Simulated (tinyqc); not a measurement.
Lattice vibrations of a chain, step by step. One step of it, computed by the program tinyqc.

Question. Dynamical matrix at q = 0.23. q is in units of 2 pi/a. A spring k from atom i to atom j, n cells on, adds k to Phi_ii and Phi_jj, -k exp(2 pi i q n) to Phi_ij and the conjugate to Phi_ji (for one atom a cell: 2k (1 - cos 2 pi q n)); D_ij = Phi_ij / sqrt(m_i m_j).

A chain moving along its axis:
```
atom                mass (u)  spring to the next atom (eV/angstrom^2)
1                  23.200000                                 3.400000
2                  51.900000                                24.500000
second neighbours          -                                 2.500000
```

Give: D(q).

Answer.

D(q) (eV/(angstrom^2 u)):
$$\begin{pmatrix}
1.3911 & -0.1865+0.7005i \\
-0.1865-0.7005i & 0.6218
\end{pmatrix}$$
